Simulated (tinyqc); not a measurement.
Inside a calculation. Method: LDA (VWN5) atom on a uniform radial grid, spin-unpolarised, for Li. Computed by tinyqc, a small Python program that keeps every step. Settings: Z = 3, points = 192, R = 11.4, functional = lda,vwn, mixing = 0.4, iteration cap = 83. Command: `OMP_NUM_THREADS=1 python tinyqc.py 27524 27525 out.jsonl` (the two numbers bound the seeds that draw the settings). One thread of a shared host (Intel(R) Xeon(R) Processor @ 2.60GHz), about 0.4 s of CPU time with the checks. Later iterations appear only in the table of the cycle.

## Iteration 1

Spherical atom on a uniform radial grid r_j = j h with h = R/(N + 1), h sum u^2 = 1 and integrals as h times sums, u(0) = u(R) = 0 (atomic units):
```
parameter            value
Z                        3
points N               192
R                11.400000
h                 0.059067
mixing            0.400000
electrons in 1s          2
electrons in 2s          1
```

Three-point differences turn -u''/2 + [l(l+1)/2r^2 - Z/r + V] u = e u into a tridiagonal matrix (diagonal 1/h^2 + potential, off-diagonal -1/2h^2). D = sum f u^2; the Hartree potential y/r solves y'' = -D/r with y(0) = 0, y(R) = N_e; v_xc comes from rho = D/(4 pi r^2); E = sum f e - int D V + int D (V_H/2 + eps_xc); V(new) = V + mixing (V_H + v_xc - V).

eigenvalues (hartree): 1s -4.465218, 2s -1.122801

Every 12th grid point:
```
r              V in     u(1s)      u(2s)         D       V_H       v_xc
0.708808   0.000000  0.881364  -0.053299  1.556445  3.276045  -0.685546
1.417617   0.000000  0.212548  -0.697871  0.577378  1.930286  -0.329156
2.126425   0.000000  0.038443  -0.704898  0.499838  1.371974  -0.246287
2.835233   0.000000  0.006181  -0.483132  0.233493  1.050750  -0.164716
3.544041   0.000000  0.000932  -0.277194  0.076838  0.845201  -0.103407
4.252850   0.000000  0.000135  -0.143395  0.020562  0.705196  -0.062575
4.961658   0.000000  0.000019  -0.069297  0.004802  0.604603  -0.036852
5.670466   0.000000  2.61e-06  -0.031911  0.001018  0.529052  -0.021197
6.379275   0.000000  3.54e-07  -0.014174  0.000201  0.470272  -0.011932
7.088083   0.000000  4.75e-08  -0.006123  0.000037  0.423246  -0.006589
7.796891   0.000000  6.30e-09  -0.002586  0.000007  0.384769  -0.003579
8.505699   0.000000  8.29e-10  -0.001072  1.15e-06  0.352705  -0.001918
9.214508   0.000000  1.08e-10  -0.000437  1.91e-07  0.325574  -0.001015
9.923316   0.000000  1.41e-11  -0.000173  2.99e-08  0.302318  -0.000527
10.632124  0.000000         0  -0.000061  3.72e-09  0.282164  -0.000253
11.340933  0.000000         0  -3.99e-06  1.60e-11  0.264529  -0.000040
```

total energy = -6.85260913 hartree

## Iteration 2

As before.

eigenvalues (hartree): 1s -3.199665, 2s -0.608097

Every 12th grid point:
```
r              V in     u(1s)      u(2s)         D       V_H       v_xc
0.708808   1.036200  0.906044   0.027715  1.642601  3.142163  -0.697179
1.417617   0.640452  0.265226  -0.532805  0.424571  1.857931  -0.299741
2.126425   0.450275  0.060977  -0.677705  0.466721  1.336464  -0.241235
2.835233   0.354414  0.012716  -0.577199  0.333482  1.037536  -0.183308
3.544041   0.296718  0.002513  -0.412275  0.169983  0.841061  -0.131064
4.252850   0.257048  0.000480  -0.266532  0.071040  0.704029  -0.090604
4.961658   0.227100  0.000090  -0.161671  0.026138  0.604295  -0.061308
5.670466   0.203142  0.000016  -0.093856  0.008809  0.528975  -0.040828
6.379275   0.183336  2.99e-06  -0.052776  0.002785  0.470253  -0.026825
7.088083   0.166662  5.36e-07  -0.028965  0.000839  0.423241  -0.017411
7.796891   0.152476  9.57e-08  -0.015590  0.000243  0.384768  -0.011172
8.505699   0.140315  1.70e-08  -0.008244  0.000068  0.352704  -0.007088
9.214508   0.129824  2.99e-09  -0.004266  0.000018  0.325574  -0.004432
9.923316   0.120717  5.26e-10  -0.002109  4.45e-06  0.302318  -0.002689
10.632124  0.112764  9.00e-11  -0.000885  7.83e-07  0.282164  -0.001464
11.340933  0.105795         0  -0.000062  3.90e-09  0.264529  -0.000247
```

total energy = -7.12581365 hartree

## Convergence

Stop when input and output potentials agree to 1e-7.

Course of the cycle (hartree):
```
iteration            E      e(1s)      e(2s)  largest |V(out) - V(in)|
1          -6.85260913  -4.465218  -1.122801                  4.26e+00
2          -7.12581365  -3.199665  -0.608097                  2.19e+00
3          -7.22330471  -2.535933  -0.356671                  1.10e+00
4          -7.25566850  -2.193166  -0.231894                  5.35e-01
5          -7.26590848  -2.019043  -0.169025                  2.58e-01
6          -7.26907553  -1.932024  -0.136964                  1.24e-01
7          -7.27005552  -1.889256  -0.120497                  5.92e-02
8          -7.27036312  -1.868648  -0.112026                  2.79e-02
9          -7.27046155  -1.858981  -0.107688                  1.29e-02
10         -7.27049366  -1.854624  -0.105490                  6.42e-03
11         -7.27050432  -1.852787  -0.104395                  3.48e-03
...                ...        ...        ...                       ...
25         -7.27050980  -1.852372  -0.103491                  7.75e-06
26         -7.27050980  -1.852374  -0.103492                  4.85e-06
27         -7.27050980  -1.852376  -0.103492                  3.03e-06
28         -7.27050980  -1.852377  -0.103492                  1.89e-06
29         -7.27050980  -1.852377  -0.103492                  1.18e-06
30         -7.27050980  -1.852378  -0.103493                  7.32e-07
31         -7.27050980  -1.852378  -0.103493                  4.55e-07
32         -7.27050980  -1.852378  -0.103493                  2.82e-07
33         -7.27050980  -1.852378  -0.103493                  1.75e-07
34         -7.27050980  -1.852378  -0.103493                  1.09e-07
35         -7.27050980  -1.852378  -0.103493                  6.75e-08
```

Converged in 35 iterations. A uniform grid resolves the cusp poorly: for a bare nucleus this grid gives 1s at -4.46522 against -Z^2/2 = -4.5 hartree. Before convergence this energy mixes input and output and is not variational, so it may rise towards its limit.
